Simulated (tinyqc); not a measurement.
Deformation potentials from a strained empirical pseudopotential, step by step. Values are carried at full precision from step to step, so a last printed digit may differ when a step is redone from the rounded ones.

Diamond lattice, no spin-orbit coupling. Atomic form factor V(q) = a1 (q^2 - a2)/(a3 exp(a4 q^2) - 1) in rydberg with q in 1/bohr, for the unstrained cell. Under a strain e the reciprocal vectors and k go over into (1 + e)^(-1) G, the atoms sit at +/- tau with tau = (1 + e) a (1,1,1)/8 - zeta a (eyz, ezx, exy)/4, and H(G,G') = c |k + G|^2 delta + (V(q)/det(1 + e)) cos(q.tau), q = G - G', with the term q = 0 left out; c = hbar^2/2m0. The basis is fixed before straining: all G with |k + G|^2 up to 16 (2 pi/a)^2. k is given in units of 2 pi/a of the unstrained cell.

Constants: a0 (Bohr radius) = 0.5291772105 angstrom; hbar^2/2m0 = 3.80998211 eV angstrom^2; Ry = 13.60569312 eV.

Inputs chosen for the exercise (a germanium-sized cell with gaps well above those of Ge; the results hold for these values, not for the real material):

| symbol | value | unit | meaning |
|---|---|---|---|
| a | 5.66 | angstrom | lattice constant |
| A | (0.401, 2.404, 2.061, 0.453) |  | a1 (Ry bohr^2), a2 (1/bohr^2), a3, a4 (bohr^2) |
| h | 0.004 |  | size of the test strain |
| kD | 0.82 | 2 pi/a | position of the Delta minimum |
| zeta | 0.48 |  | internal-strain parameter |

## Form factors, unstrained and under a volume change

q^2 = n (2 pi/a)^2 a0^2 for the shells n = 3, 8, 11; for e = h 1, q^2 is divided by (1 + h)^2 and V by (1 + h)^3. Last column: the change divided by the relative change of volume, (1 + h)^3 - 1.

Form factors:

| n | q^2 (1/bohr^2) | V (Ry) | V expanded (Ry) | dV/(dVol/Vol) (Ry) |
|---|---|---|---|---|
| 3 | 1.03526 | -0.23924 | -0.23909 | 0.0123 |
| 8 | 2.76070 | 0.02308 | 0.02165 | -0.1186 |
| 11 | 3.79596 | 0.05314 | 0.05214 | -0.0826 |

## Gaps under a volume change

e = -h 1, 0, +h 1; gaps from the valence top to the s-like level at Gamma (level 5), and to level 5 at (kD,0,0) and (1/2,1/2,1/2).

Gaps (eV):

| gap | e = -h | e = 0 | e = +h |
|---|---|---|---|
| Gamma, s-like | 1.86822 | 1.75952 | 1.65156 |
| Delta | 1.30376 | 1.31407 | 1.32330 |
| L | 1.26325 | 1.22777 | 1.19202 |

## Hydrostatic deformation potentials

a = [E(+h) - E(-h)]/(3 ln((1 + h)/(1 - h))).

a of the gaps to Gamma, Delta, L (eV): -9.03  0.81  -2.97

Compression opens the Gamma gap, opens the L gap and closes the Delta gap. Only differences are defined here: the absolute shifts depend on the mean potential, which this model leaves out.

## Tetragonal strain

e = diag(-h/2, -h/2, h). Level 5 at (kD,0,0) and (0,0,kD), and levels 2 to 4 at Gamma, all from the mean of the three valence levels.

Delta x, Delta z (eV): 1.29848  1.34518

valence levels (eV): -0.03592  0.01796  0.01796

## Xu of the Delta valleys and b

For e = diag(-h/2, -h/2, h): E(Delta z) - E(Delta x) = Xu (ezz - exx), and without spin-orbit coupling E(Z) - E(X, Y) = 3 b (ezz - exx); Z is the single level, X and Y the pair.

Xu = 7.78 eV
b = -2.99 eV

Stretching along z raises the valleys on the z axis and lowers the Z valence state. One-sided differences carry an error of order h. A local potential fitted to band energies alone fixes these slopes only roughly; b tends to come out too large and Xu of L too small.

## Trigonal strain

exy = eyz = ezx = h, with the internal displacement. Level 5 at (1/2,1/2,1/2) and (1/2,-1/2,-1/2), and levels 2 to 4 at Gamma, from the mean of the three valence levels.

L [111], L [1-1-1] (eV): 1.31747  1.19741

valence levels (eV): -0.03817  0.01908  0.01908

## Xu of the L valleys and d

For the tensor strain exy = eyz = ezx = h: E(L [111]) - E(L [1-1-1]) = (8/3) Xu h, and E(single valence level) - E(pair) = 3 sqrt(3) d h. Find Xu and d.

Xu (L) = 11.26 eV
d = -2.75 eV

## Checks

- Level 5 at (kD,0,0) and (0,kD,0) under the tetragonal strain (eV): both 10.4121.

(tinyqc, `OMP_NUM_THREADS=1 python tinyqc.py 1850743 1850744 out.jsonl`, Intel(R) Xeon(R) Processor @ 2.30GHz, 1 thread, shared host, about 0.2 s.)
